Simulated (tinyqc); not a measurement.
## Fully depleted semiconductor-on-insulator film with two gates, non-linear Poisson equation by Newton steps: charge against front-gate voltage

One dimension across the film, front interface at x = 0, back interface at x = ts. psi is counted from the intrinsic level, n = ni exp(psi/Vt) (source grounded), holes neglected, acceptors ionised. Gates act through Cox = eps0 eox/tox and Cbox = 3.9 eps0/tb with potentials G1 = Vg - (phiM - chi - Vt ln(Nc/ni)) and G2 = Vb - (phiB - chi - Vt ln(Nc/ni)). Classical Boltzmann densities, no interface charge, no depletion in the back plane.

ni = sqrt(Nc Nv) exp(-Eg/(2 Vt)), Eg in volts. The Poisson equation eps0 eps_r d2psi/dx2 = q (n + Na), with -eps0 eps_r dpsi/dx = Cox (G1 - psi) at x = 0 and eps0 eps_r dpsi/dx = Cbox (G2 - psi) at x = ts, is solved on 300 equal intervals with half boxes at both ends; N_inv is the trapezoid sum of n. Swing = ln 10/(d ln N_inv/dVg); the last column is (dN_inv/dVb)/(dN_inv/dVg).

Parameters, values chosen for the exercise; band and dielectric values close to those of silicon:
- T = 400 K (temperature)
- Eg = 1.11 eV (band gap)
- eps_r = 11.8 (relative permittivity)
- Nc = 4.3e19 cm^-3 (conduction-band density of states at T)
- Nv = 4e19 cm^-3 (valence-band density of states at T)
- chi = 4.04 eV (electron affinity)
- eox = 22.2 (relative permittivity of the gate insulator (close to hafnium oxide))
- tox = 6.3 nm (insulator thickness)
- ts = 9.2 nm (film thickness)
- tb = 100 nm (buried-oxide thickness (eps_r 3.9))
- Na = 1e15 cm^-3 (acceptor density of the film)
- phiM = 4.2 eV (work function of the front gate)
- phiB = 4.09 eV (work function of the back plane)
- Vb = 0.1 V (back-gate voltage)

Constants: q = 1.602176634e-19 C, kB = 1.380649e-23 J/K, Vt = kB T/q, eps0 = 8.8541878128e-14 F/cm where lengths are in cm. Results are converted to the units shown.

Result of one run:
```
psi front (V)  psi back (V)  N_inv (cm^-2)  centroid/ts  swing (mV/decade)  q dN_inv/dVg over Cox  back/front leverage
0.484                 0.419        1.45e12        0.341                316                  0.544               0.0178
```

Which front-gate voltage Vg gave this result: -0.14, 0.01, 0.16, 0.46 or 0.76 V?

Vg = 0.16 V.

The whole series:
columns A: Vg (V); B: psi front (V); C: psi back (V); D: N_inv (cm^-2); E: centroid/ts; F: swing (mV/decade); G: q dN_inv/dVg over Cox; H: back/front leverage
```
A            B        C        D      E       F        G       H
-0.44  -0.0369  -0.0180   1.77e6  0.546    81.5  2.57e-6  0.0273
-0.29    0.112    0.126   1.23e8  0.535    81.5  1.78e-4  0.0270
-0.14    0.260    0.269   8.30e9  0.523    83.4   0.0118  0.0265
0.01     0.394    0.383  2.79e11  0.471     139    0.237  0.0238
0.16     0.484    0.419  1.45e12  0.341     316    0.544  0.0178
0.31     0.538    0.429  3.32e12  0.243     547    0.717  0.0147
0.46     0.573    0.432  5.56e12  0.185     815    0.807  0.0133
0.61     0.597    0.434  8.00e12  0.149  1.10e3    0.857  0.0127
0.76     0.616    0.435  1.05e13  0.125  1.41e3    0.887  0.0123
```

N_inv passes 1e11 cm^-2 at Vg = -0.0429 V. The swing starts at 81.5 mV a decade, against (1 + k) Vt ln 10 = 80.2 for a front channel with k = Cs Cbox/(Cox (Cs + Cbox)) = 0.0107, Cs = eps0 eps_r/ts; above threshold this column is no longer a subthreshold swing. The centroid falls from 0.546 to 0.125 of ts and the leverage of the back gate falls from 0.0273 to 0.0123. For Vg = 0.31, 0.46, 0.61, 0.76 the density at an interface exceeds 0.3 Nc, where Boltzmann statistics fail. For Vg = 0.31, 0.46, 0.61, 0.76 the classical centroid lies within 3 nm of an interface, where confinement, left out, would push it away.

Numbers from tinyqc (`OMP_NUM_THREADS=1 python tinyqc.py 2190089 2190090 out.jsonl`; about 0.3 s on one thread of a shared Intel Xeon 2.30GHz).
